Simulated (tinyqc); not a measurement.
Heat flow across a film from the phonon Boltzmann equation in the relaxation-time approximation. Inputs raised by 5 %, one at a time. Computed by tinyqc, a small Python program. Command: `OMP_NUM_THREADS=1 python tinyqc.py 3030971 3030972 out.jsonl slabbte sens`. One thread of a shared host (Intel(R) Xeon(R) Processor @ 2.30GHz), about 0.03 s of CPU time with the checks.

Two black walls, hot at x = 0 and cold at x = L, emit phonons isotropically. For one free path Lambda, with tau = x/Lambda, tau_L = L/Lambda and phi = (T - T_cold)/Delta T, energy balance gives phi(tau) = (1/2) [E2(tau) + int_0^tau_L phi(s) E1(|tau - s|) ds]; E_n are the exponential integrals. The flux over the ballistic flux C v Delta T/4 is psi = 1 - 2 int_0^tau_L phi(s) E2(s) ds, and kappa_eff/kappa = (3/4) tau_L psi. kappa = C v Lambda/3 is an input, so at fixed kappa a longer free path means a smaller C v.

Inputs (values chosen for the exercise, modelled on indium phosphide): bulk conductivity kappa = 67.6 W/(m K); film thickness L = 140 nm; wall temperature difference Delta T = 1 K; free path Lambda_1 = 65 nm; cells n in the small system = 5.

Free-path groups: one.

Method:
- Cut the film into n equal cells with constant phi, collocated at the centres c_i: the kernel integrates to A_ij = |E2(|c_i - e_j|) - E2(|c_i - e_(j+1)|)|/2 for cell edges e_j, and A_ii = 1 - E2(half a cell); solve (1 - A) phi = E2(c)/2; psi = 1 - 2 sum_j phi_j [E3(e_j) - E3(e_(j+1))].
- Use 150 and 300 cells and extrapolate psi = (4 psi(300) - psi(150))/3. The jump at the hot wall is 1 - phi there (linear extrapolation from the first two of 300 cells). Two-flux (diffusion with slip) formula: psi = 1/(1 + 3 tau_L/4).
- Each group is solved on its own with 150 and 300 cells, psi = (4 psi(300) - psi(150))/3, and weighted by its share of kappa.
- Flux J = kappa_eff Delta T/L; apparent boundary resistance per wall (L/kappa_eff - L/kappa)/2.

Runs; columns: (1) input moved; (2) from; (3) to; (4) kappa_eff (W/(m K)); (5) apparent resistance per wall (m^2 K/GW); (6) jump at the wall / Delta T for Lambda_1; (7) psi for Lambda_1:
```
(1)                                 (2)    (3)     (4)      (5)      (6)      (7)
base run                              -      -  40.754  0.68210  0.16231  0.37321
bulk conductivity kappa (W/(m K))  67.6  70.98  42.792  0.64962  0.16231  0.37321
film thickness L (nm)               140    147  41.537  0.68224  0.15753  0.36226
free path Lambda_1 (nm)              65  68.25  39.965  0.71605  0.16714  0.38428
```

Exponents ln(y'/y) / ln(x'/x):
```
input                    kappa_eff  apparent resistance per wall  jump at the wall / Delta T for Lambda_1  psi for Lambda_1
bulk conductivity kappa      1.000                        -1.000                                    0.000             0.000
film thickness L             0.390                         0.004                                   -0.612            -0.610
free path Lambda_1          -0.401                         0.995                                    0.601             0.599
```

Which inputs matter most for each result?

Among the inputs moved here: kappa_eff answers most in size to bulk conductivity kappa (exponent +1.000), next to free path Lambda_1 (-0.401). Its exponent +1.000 in bulk conductivity kappa: at fixed free paths all scales with kappa. Apparent resistance per wall answers most in size to bulk conductivity kappa (exponent -1.000), and about equally to free path Lambda_1 (+0.995). Jump at the wall / Delta T for Lambda_1 answers most in size to film thickness L (exponent -0.612), and about equally to free path Lambda_1 (+0.601); its exponent is below 0.0005 for bulk conductivity kappa. psi for Lambda_1 answers most in size to film thickness L (exponent -0.610), and about equally to free path Lambda_1 (+0.599); its exponent is below 0.0005 for bulk conductivity kappa.
